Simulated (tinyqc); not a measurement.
Inside a calculation. Method: plane-wave Kohn-Sham cycle with exchange-only LDA in a layered model solid. One step of it, computed by the program tinyqc.

Problem. Iteration 2: Hamiltonian at one k. H(m,m') = (k + G_m)^2/2 delta + V(G_m - G_m'), with V(-G) = V(G).

A solid whose potential varies along x alone (atomic units):
```
parameter                      value
period a                    8.500000
cross-section of the cell  38.000000
electrons per cell                 4
grid points                       16
plane waves -n..n, n               2
k points                           3
V1 in V1 cos(2 pi x/a)     -0.270000
```

V(G_m), m = 0, 1, 2, ... (hartree): -0.227628  -0.122984  0.000163  0.000367  0.000034

k = 0.000000 2 pi / a

Give: H.

Solution.

H (hartree), lower triangle:
```
         -2       -1       +0       +1      +2
-2   0.8652
-1  -0.1230   0.0456
+0   0.0002  -0.1230  -0.2276
+1   0.0004   0.0002  -0.1230   0.0456
+2   0.0000   0.0004   0.0002  -0.1230  0.8652
```
